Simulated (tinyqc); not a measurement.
The choice of windows: ionisation potential and affinity of a slab from the planar-averaged potential.

A model of the planar-averaged electrostatic energy of an electron in a periodic cell of N1 periods of A (L1 = N1 n1 h) and N2 periods of vacuum (L2 = N2 n2 h), on z_j = j h: V(z) = f VA + (1 - f) VB + F t(z), VA = V1[0] + V1[1] cos(2 pi z/(n1 h)) + V1[2] cos(4 pi z/(n1 h)), VB the same with V2, n2 and z - L1. f = [tanh(z/w) - tanh((z - L1)/w) + tanh((z - L1 - L2)/w)]/2 + 1/2; t(z) = z - L1/2 in A and (L1/L2)(L1 + L2/2 - z) beyond, so that the cell is periodic.

Running mean over n points, periodic: for odd n the plain mean of the n points centred on j; for even n the n + 1 points with half weight at both ends. The macroscopic average applies the mean over n1 points and then over n2 points.

Parameters, chosen for this exercise (gap near that of Si; the results hold for these values, not for the real material): h = 0.3 angstrom (grid step); n1 = 6 (grid points per period of A); n2 = 6 (grid points per period of the vacuum filter); N1 = 5 (periods of A); N2 = 5 (periods of vacuum); V1 = (-10.32, 1.77, -0.97) eV (mean and two harmonics of the potential in A); V2 = (0, 0, 0) eV (the same in vacuum); w = 0.4 angstrom (width of the interfaces); F = -0.008 eV/angstrom (slope in A from opposite charges on the two interfaces).

dV read at j = 15 and 45 after means over the numbers of points listed; ripple is the spread over the five points around each.

Results:

| windows | dV (eV) | ripple in A (meV) | ripple in vacuum (meV) |
|---|---|---|---|
| none | 13.060 | 4115 | 10 |
| 6 only | 10.320 | 10 | 10 |
| 7 only | 10.206 | 260 | 10 |
| 7, 7 | 10.376 | 89 | 10 |
| 6, 6 | 10.320 | 10 | 10 |

Which rows can be used, and how does a wrong window show?

The last row matches both periods and lies 0 meV from the value of a thick cell, V2[0] - V1[0] = 10.320 eV. Against it the raw potential errs by +2.74 eV. Within 20 meV of it lie: 6 only. A window one point too long leaves a ripple of 260 meV in A, against 10 meV in the last row (of which the slope F makes 10 meV): the ripple is the sign to look for. Rows to use, with under 30 meV of ripple in both regions once the tilt is taken off: 6 only and 6, 6. A row with a large ripple can hit the right value only by chance.

tinyqc: `OMP_NUM_THREADS=1 python tinyqc.py 1850030 1850031 out.jsonl`; about 0.01 s, one thread, shared Intel(R) Xeon(R) Processor @ 2.30GHz.
